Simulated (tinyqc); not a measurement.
Worked calculation: surface photovoltage measurement of the minority-carrier diffusion length in a wafer. Computed by tinyqc, a small Python program that keeps every step. Command: `OMP_NUM_THREADS=1 python tinyqc.py 3130385 3130386 out.jsonl spv walk`. One thread of a shared host (Intel(R) Xeon(R) Processor @ 2.30GHz), about 0.01 s of CPU time with the checks. Intermediate numbers are printed to about 5 digits and carried at full precision; extremes and crossings named in words are read from the listed rows.

Low injection, steady light, a depletion layer much thinner than 1/alpha and L. The excess density dn is taken at the front edge of the neutral region; light that reaches the back is lost.

Inputs (values chosen for the exercise, modelled on p-type silicon at room temperature):
```
quantity                                              value               unit
diffusion length L                                       53         micrometre
wafer thickness W                                       300         micrometre
diffusivity D                                          26.8             cm^2/s
front recombination velocity S_f                        160               cm/s
back recombination velocity S_b                      270000               cm/s
photon flux entering                                  1e+11         1/(cm^2 s)
minority density at the surface barrier scale n_0   5.4e+09             1/cm^3
temperature T                                           298                  K
wavelength                                              983                 nm
relative noise of each reading                            0                  %
diffusion length after pair splitting over L           0.47                  -
iron factor C                                      1.03e+16  micrometre^2/cm^3
```

Constants: k_B = 8.617333262e-05 eV/K.

## One wavelength

alpha = (84.732/lambda - 76.417)^2 per cm with lambda in micrometre (an empirical fit for silicon between 0.7 and 1.05 micrometre). Thick wafer: dn = Phi L/((S_f + D/L)(L + 1/alpha)). Finite wafer, with s = S_b L/D, w = W/L, a = alpha L: dn = [Phi a/(a^2 - 1)] [a - B - exp(-alpha W)(a - s)/(cosh w + s sinh w)]/(S_f + B D/L), B = (sinh w + s cosh w)/(cosh w + s sinh w). Photovoltage V = (k_B T/e) ln(1 + dn/n_0). Lifetime = L^2/D.

alpha = 95.655 1/cm

penetration depth 1/alpha = 104.54 micrometre

dn, thick wafer = 6.4490e+06 1/cm^3

B = 1.0000

dn, finite wafer = 6.4441e+06 1/cm^3

photovoltage V = 0.030627 mV

lifetime = 1.0481 microsecond

## The linear plot

normal deviates g for the noise: 0.24  -1.36  0.99  1.62  -0.44  -0.11  0.29

Readings y = (Phi/dn) (1 + noise x g) at 780, 830, 880, 920, 950, 975 and 995 nm; a least-squares line y = c (1/alpha + L_app) gives L_app = intercept/slope.

Readings:
```
lambda (nm)  1/alpha (micrometre)  y (cm/s)  line (cm/s)
780                          9.64      6165         6163
830                         15.18      6711         6709
880                         25.33      7710         7710
920                         40.66      9219         9221
950                         61.28     11251        11254
975                         90.92     14173        14176
995                        130.89     18120        18116
```

slope = 98.586 cm/(s micrometre)

apparent length L_app = 52.875 micrometre

error of L_app (rounded to 0.001) = -0.235 %

Without noise the error would be -0.2 %, from the finite thickness at W/L = 5.7. S_f scales all readings alike and leaves L_app unchanged.

## Where the wafer is too thin

No noise; L is varied at fixed W, and the last two columns set S_b to 0 and to 1e7 cm/s.

Apparent length (micrometre):
```
L        W/L  given S_b  S_b = 0  S_b = 1e7
15    20.000      15.00    15.00      15.00
30    10.000      30.00    30.00      30.00
60     5.000      59.71    60.12      59.70
90     3.333      87.17    91.49      87.13
150    2.000     127.96   163.54     127.75
240    1.250     159.23   292.81     158.79
390    0.769     178.23   510.88     177.60
630    0.476     186.95   759.67     186.22
1200   0.250     191.23   993.41     190.45
```

With a fast back surface L_app levels off, at 190 micrometre in the last row; with a passive one it reaches up to 1.31 times L among these rows and is 993 in the last. All three columns are within 5 % of L down to W/L = 3.3.

## Iron from two lengths

Splitting iron-boron pairs in boron-doped silicon shortens L; with nothing else changing, [Fe] = C (1/L_after^2 - 1/L^2). It is evaluated with the true lengths and with the apparent ones (without noise), which differ when the wafer is not thick against L.

L_after = 24.91 micrometre

[Fe] from the true lengths = 1.2933e+13 1/cm^3

[Fe] from the apparent lengths = 1.2915e+13 1/cm^3

bias, apparent over true less 1 (rounded to 0.001) = -0.133 %

Checks made by the program: dn against a finite-difference solution (relative difference 2e-07).
